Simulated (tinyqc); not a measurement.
From results back to parameters: deformation-potential model of the L valleys of a conduction band. Three cases, with inputs chosen for the exercise.

Problem. An ellipsoidal valley with ml > mt has the density-of-states mass m_d = (ml mt^2)^(1/3) and, averaged over equivalent valleys, the conductivity mass m_c = 3/(1/ml + 2/mt).

Find: K = ml/mt; mt; ml.

Method. With K = ml/mt, m_d/m_c = K^(1/3) (2 + 1/K)/3, which rises steadily for K > 1 and so fixes K; then mt = m_d K^(-1/3) and ml = K mt.

Case 1.

m_d = 0.2244967 m0
m_c = 0.1241312 m0

Solution.

K = ml/mt = 18.424
mt = 0.085 m0
ml = 1.566 m0

Case 2.

m_d = 0.2234263 m0
m_c = 0.1213884 m0

Solution.

K = ml/mt = 19.506
mt = 0.083 m0
ml = 1.619 m0

Case 3.

m_d = 0.2240658 m0
m_c = 0.1241122 m0

Solution.

K = ml/mt = 18.318
mt = 0.085 m0
ml = 1.557 m0

Computed by tinyqc, one run a case: `OMP_NUM_THREADS=1 python tinyqc.py N N+1 out.jsonl` with N = 1051429, 1051438, 1051454; one thread of a shared Intel(R) Xeon(R) Processor @ 2.30GHz, about 0.04 s a run at most.
